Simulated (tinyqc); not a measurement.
Worked calculation: UHF in the 3-21g basis, for H2, spin multiplicity 3. One step of it, computed by the program tinyqc.

Task: Orthogonalisation. S = U s U^T; canonical form X = U s^(-1/2), so that X^T S X = 1. Each column of U has its largest component positive (the first on a tie).

overlap S, order 1H 1s, 1H 2s, 2H 1s, 2H 2s:
```
[[1.000000, 0.645899, 0.224950, 0.392247],
 [0.645899, 1.000000, 0.392247, 0.739279],
 [0.224950, 0.392247, 1.000000, 0.645899],
 [0.392247, 0.739279, 0.645899, 1.000000]]
```

Give: eigenvalues of S; X.

Result:

eigenvalues of S: [0.1567, 0.4126, 0.8791, 2.5516]

X, order 1H 1s, 1H 2s, 2H 1s, 2H 2s:
```
[[-0.6780, 0.8670, 0.6977, 0.2728],
 [1.6528, -0.6784, 0.2862, 0.3486],
 [0.6780, 0.8670, -0.6977, 0.2728],
 [-1.6528, -0.6784, -0.2862, 0.3486]]
```
